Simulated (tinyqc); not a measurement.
# Absorption edge of a degenerate semiconductor, band filling against gap narrowing, step by step

Computed by the program tinyqc: `OMP_NUM_THREADS=1 python tinyqc.py 2330014 2330015 out.jsonl`, one thread of a shared Intel Xeon 2.30GHz, about 0.01 s for the whole run. Printed values are rounded.

n-type, parabolic bands, full ionisation. eta = (EF - Ec)/kB T solves N = Nc F12(eta), F12(x) = (2/sqrt(pi)) int_0^infinity sqrt(u)/(1 + exp(u - x)) du. The gap shrinks rigidly by dEg = a3 y^(1/3) + a4 y^(1/4) + a2 y^(1/2), y = N/1e18 cm^-3, an empirical law that is here taken as the true narrowing.

Values chosen for this exercise; band and dielectric values close to those of gallium arsenide: temperature T = 300 K; band gap Eg = 1.45 eV; conduction-band density of states at 300 K, from me Nc = 4.35e17 cm^-3; electron mass me = 0.067 m0; hole mass mh = 0.495 m0; ionised donor density N = 2e18 cm^-3; coefficient of (N/1e18)^(1/3) a3 = 14.3 meV; coefficient of (N/1e18)^(1/4) a4 = 12.8 meV; coefficient of (N/1e18)^(1/2) a2 = 4.9 meV.

Constants: q = 1.602176634e-19 C, kB = 1.380649e-23 J/K, h = 6.62607015e-34 J s, c = 299792458 m/s, Vt = kB T/q. Results are converted to the units shown.

Range of the model: Band tails, non-parabolic bands and incomplete ionisation are left out.

## Iteration 1: Fermi level

eta at the start (Boltzmann value) = 1.5256

Newton step on ln F12(eta) = ln(N/Nc): eta(new) = eta - ln(Nc F12/N) F12/Fm, Fm(x) = dF12/dx = (1/sqrt(pi)) int_0^infinity u^(-1/2)/(1 + exp(u - x)) du.

F12 = 2.17699
Fm = 1.26057
eta after iteration 1 = 2.81672

## Course of the iteration

Stop when eta changes by less than 1e-9.

Course of the iteration:
```
iteration,eta,change
1,2.81672,1.29
2,3.05271,0.236
3,3.05909,6.38e-3
4,3.05909,4.44e-6
5,3.05909,2.14e-12
```

Converged in 5 iterations.

## The optical edge

converged eta = 3.05909

Vertical transitions need an empty final state: the edge is taken where the state lies 4 kB T below EF, E_opt = Eg - dEg + (1 + me/mh) max(eta - 4, 0) kB T; wavelength h c/(q E_opt).

dEg = 40.1684 meV
EF - Ec = 79.0837 meV
filling shift = 0 meV
E_opt = 1.40983 eV
wavelength = 879.426 nm

The edge lies 40.2 meV below the undoped gap: narrowing outweighs filling.
